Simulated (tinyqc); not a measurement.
Electromigration in a confined line: Blech product, Korhonen stress evolution and Black's law: one step, computed by the program tinyqc.

The electron wind pushes atoms from the cathode (x = 0) to the anode (x = L); blocking ends build a back stress (tension positive). The input rho is taken not to change with temperature. d sigma/dt = d/dx [kappa (d sigma/dx + G)], with zero flux at both ends and sigma = 0 at t = 0.

Task: Driving force and diffusivities. G = Z* e rho j/Omega; D = D0 exp(-E/(k_B T)); kappa = D B Omega/(k_B T); drift velocity of an unconfined line v = D Z* e rho j/(k_B T). SI: 1 micro-ohm cm = 1e-8 ohm m, 1 MA/cm^2 = 1e10 A/m^2. Temperatures in kelvin are T(C) + 273.15.

Inputs (values chosen for the exercise, close to those used for copper lines):
```
quantity                      value          unit
resistivity rho                2.84  micro-ohm cm
atomic volume Omega            11.8    angstrom^3
effective charge number Z*      1.3             -
prefactor D0                5.3e-08         m^2/s
activation energy E           0.934            eV
effective modulus B              22           GPa
current density j               1.9       MA/cm^2
test temperature T              260             C
```

Start: stress-free.

Constants: e = 1.602176634e-19 C; k_B = 8.617333262e-05 eV/K; k_B = 1.380649e-23 J/K.

Give: stress gradient G; diffusivity D; kappa; drift velocity.

Result:

stress gradient G = 9.525 MPa/um

diffusivity D = 7.858e-17 m^2/s

kappa = 2.771e-15 m^2/s

drift velocity = 4.319 nm/h
